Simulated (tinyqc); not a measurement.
## Hot electrons in a saturated n-channel MOSFET, lucky-electron model: effect of the oxide thickness

Beyond pinch-off the lateral field grows as Esat cosh(y/l) over the velocity-saturated region (pseudo-two-dimensional model). Impact ionisation in this region gives the substrate current, which biases the body forward through Rsub. Currents are per width. Local-field laws: they overstate ionisation when the field peak is narrower than an energy relaxation length.

Cox = 3.9 eps0/tox, l = sqrt(3 tox xj), Esat = 2 vs/mu. Overdrive g = Vg - VT + kb Vb; Vdsat = g Esat L/(g + Esat L); Id = Cox vs (g - Vdsat); dV = Vd - Id Rd - Vdsat; Em = sqrt((dV/l)^2 + Esat^2); Isub = Id (Ai/Bi) l Em exp(-Bi/Em). Vb = Rsub Isub is solved self-consistently. Lifetime tau = (Hl/Id)(Isub/Id)^(-m); 1 year = 3.15576e7 s.

Parameters, values chosen for the exercise; values close to those of silicon n-channel devices:
```
symbol,value,unit,meaning
L,0.5,um,channel length
xj,180,nm,junction depth
VT,0.74,V,threshold
mu,320,cm^2/(V s),effective mobility
vs,7.9e6,cm/s,saturation velocity
Ai,2e6,1/cm,ionisation prefactor
Bi,1.75,MV/cm,ionisation field
Rd,0,ohm um,resistance of the lightly doped drain
Rsub,8000,ohm um,substrate resistance
kb,0.24,,fall of VT per volt of forward body bias
m,2.8,,lifetime exponent
Hl,14000,s uA/um,lifetime constant
Vd,3.1,V,drain voltage
Vg,2.2,V,gate voltage
```

Constants: eps0 = 8.8541878128e-14 F/cm where lengths are in cm. Results are converted to the units shown.

Result of one run:
```
tox (nm)  Id (uA/um)  Em (MV/cm)  Isub (uA/um)   Isub/Id  tau (years)
10             148.4      0.3010         1.119  0.007542        2.622
```

What becomes of these results when the oxide thickness tox is changed from 10 to 20 nm, all else the same?

Result of the changed run:
```
tox (nm)  Id (uA/um)  Em (MV/cm)  Isub (uA/um)   Isub/Id  tau (years)
20             74.01      0.2157       0.05690  7.688e-4         3144
```

The whole series:
```
tox (nm)  Id (uA/um)  Em (MV/cm)  Isub (uA/um)   Isub/Id  tau (years)
5.5            274.2      0.4023         8.869   0.03234      0.02408
6.8            219.7      0.3630         4.452   0.02026       0.1113
8.4            177.0      0.3276         2.135   0.01206       0.5902
10             148.4      0.3010         1.119  0.007542        2.622
13             113.9      0.2651        0.3930  0.003449        30.54
16             92.54      0.2399        0.1603  0.001732        258.5
20             74.01      0.2157       0.05690  7.688e-4         3144
```

As tox goes from 5.5 to 20 nm, Em falls from 0.402 to 0.216 MV/cm, Isub falls from 8.87 to 0.0569 uA/um and tau rises from 0.0241 to 3140 years. From the first row to the last, log10(tau) changes by 5.1: 4.5 from (Isub/Id)^(-m), which holds Em and l, and 0.57 from 1/Id. At tox = 20 nm tau is a far extrapolation that only says that hot carriers are no limit.

tinyqc, about 0.01 s, one thread, Intel Xeon 2.30GHz (shared host): `OMP_NUM_THREADS=1 python tinyqc.py 2550055 2550056 out.jsonl`
